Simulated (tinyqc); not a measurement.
# Worked calculation: van der Pauw, Hall and four-point-probe measurements on a doped layer

Numbers from tinyqc (`OMP_NUM_THREADS=1 python tinyqc.py 2850175 2850176 out.jsonl`; about 0.02 s on one thread of a shared Intel Xeon 2.30GHz). Printed values are rounded.

A uniform n-type layer with sheet resistance Rs = 1/(q ns mu), point contacts, low field (mu B small).

Values chosen for this exercise:
- ns = 2.5e13 cm^-2 (sheet density of the layer)
- mu = 290 cm^2/(V s) (drift mobility)
- rH = 1 (Hall factor)
- B = 0.5 T (magnetic field)
- I = 1000 uA (current)
- ar = 2.12 (side ratio a/b of a rectangular sample with corner contacts)
- t = 33 nm (thickness of the layer)

Constants: q = 1.602176634e-19 C. Results are converted to the units shown.

## Resistances and Hall voltage

Rs = 1/(q ns mu). For a rectangle with contacts at the corners, RA = (8 Rs/pi) sum_(k>=0) ln coth((2k + 1) pi a/(2 b)) with current along a short side b and voltage along the opposite one, RB the same with a and b exchanged; Hall voltage VH = rH B I/(q ns), negative for electrons.

Rs = 860.8978 ohm/square
RA = 5.616229 ohm
RB = 1068.127 ohm
VH = -12.48302 mV

RB/RA = 190; for a square both equal Rs ln 2/pi = 190 ohm.

## Starting value

z = 2 ln 2/(pi (RA + RB)), exact for RA = RB.

z at the start = 0.4109652 mS

## Iteration 1: new z

The van der Pauw equation exp(-pi RA z) + exp(-pi RB z) = 1 is solved for z = 1/Rs: e1 = exp(-pi RA z), e2 = exp(-pi RB z), f = e1 + e2 - 1, f' = -pi (RA e1 + RB e2), z(new) = z - f/f'.

e1 = 0.9927752
e2 = 0.2518193
f = 0.2445945
f' = -0.8625266 kohm
z after iteration 1 = 0.6945443 mS

## Iteration 2: new z

As before.

e1 = 0.9878203
e2 = 0.09723473
f = 0.08505504
f' = -0.3437119 kohm
z after iteration 2 = 0.9420046 mS

## Course of the iteration

Stop when the step is below 1e-10 mS, or after 40 iterations.

Course of the iteration:
```
iteration  z before the step (mS)  step (mS)
1                       0.4109652      0.284
2                       0.6945443      0.247
3                       0.9420046      0.162
4                        1.104309     0.0530
5                        1.157302    4.25e-3
6                        1.161554    2.44e-5
7                        1.161578   8.01e-10
8                        1.161578          0
```

Converged in 8 iterations.

## Sheet density, mobility and bulk values

converged z = 1.161578 mS

Rs = 1/z; Hall sheet density B I/(q |VH|); Hall mobility |VH|/(Rs B I); true values ns = rH times the Hall density, mu = Hall mobility/rH; bulk density ns/t, resistivity Rs t; correction factor F = Rs/[(pi/ln 2)(RA + RB)/2].

Rs = 860.8978 ohm/square
Hall sheet density = 2.5e13 cm^-2
Hall mobility = 290 cm^2/(V s)
ns = 2.5e13 cm^-2
mu = 290 cm^2/(V s)
bulk density = 7.575758e18 cm^-3
resistivity = 0.002840963 ohm cm
F = 0.3537990

Taking the mean of RA and RB without F would overstate Rs by 180 %.
